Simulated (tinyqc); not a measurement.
Time-domain thermoreflectance: layered heat flow under a modulated pulse train, and what the signal ratio measures. Changing the delay t. Computed by tinyqc, a small Python program. Command: `OMP_NUM_THREADS=1 python tinyqc.py 3113311 3113312 out.jsonl tdtr sweep`. One thread of a shared host (Intel(R) Xeon(R) Processor @ 2.30GHz), about 0.2 s of CPU time with the checks.

Pulses repeat at 80 MHz; heat is laid down at the surface, all layers are isotropic.

Inputs (values chosen for the exercise, modelled on aluminium on germanium): metal thickness d = 74 nm; metal conductivity = 190 W/(m K); metal heat capacity = 2.42 MJ/(m^3 K); boundary conductance G under the metal = 86 MW/(m^2 K); substrate conductivity kappa = 57.2 W/(m K); substrate heat capacity C = 1.71 MJ/(m^3 K); modulation frequency f = 5 MHz; spot radius w (1/e^2, pump and probe) = 14 micrometre.

Stack: metal, substrate.

Method:
- For radial wave number k and angular frequency W each layer has u = sqrt(4 pi^2 k^2 + i W C/kappa) and gamma = kappa u. Surface impedance from below: Z = 1/gamma for the substrate; a layer of thickness L maps Z to (Z + tanh(u L)/gamma)/(1 + gamma Z tanh(u L)); a boundary adds 1/G.
- Response per absorbed watt H(W) = 2 pi int_0^(2/w) Z(k, W) exp(-pi^2 k^2 w^2) k dk by 20 Gauss-Legendre points.
- Signal: X + iY = sum_(m = -M..M) H(2 pi (f + m f_r)) exp(i 2 pi m f_r t) exp(-pi (m/M)^2 x 4), f_r = 80 MHz, M = 4000, with H(-W) the complex conjugate of H(W); V_in = X, V_out = Y, ratio = -V_in/V_out.

One run for each value:
```
delay t (ps)  ratio -V_in/V_out  V_in (K/mW)  V_out (K/mW)
80                       5.4492      0.11875     -0.021791
130                      5.3005      0.11628     -0.021937
380                      4.6661      0.10532     -0.022571
630                      4.1616      0.09601     -0.023070
1100                     3.4410      0.08168     -0.023736
1800                     2.7053      0.06568     -0.024278
3000                     1.9345      0.04742     -0.024513
5000                     1.2572      0.03033     -0.024126
```

Give the missing row, delay t (ps) = 220.

Computed row:
```
delay t (ps)  ratio -V_in/V_out  V_in (K/mW)  V_out (K/mW)
220                      5.0535      0.11210     -0.022183
```

Interpolating between the two neighbouring rows (the first column on a logarithmic scale, the others too where they are positive) misses most in ratio -V_in/V_out, by 1.5 %. Over the rows, ratio -V_in/V_out falls from 5.45 to 1.26 (exponent d ln y / d ln x -0.057 between the first rows and -0.84 between the last); V_in (K/mW) falls from 0.119 to 0.0303 (exponent d ln y / d ln x -0.043 between the first rows and -0.87 between the last); V_out (K/mW) goes from -0.0218 through a minimum among these rows, -0.0245 at 3000, to -0.0241. V_out changes by 11 % over these delays and V_in by 74 %.

Extremes, crossings and ranges named in words are read from the listed rows.
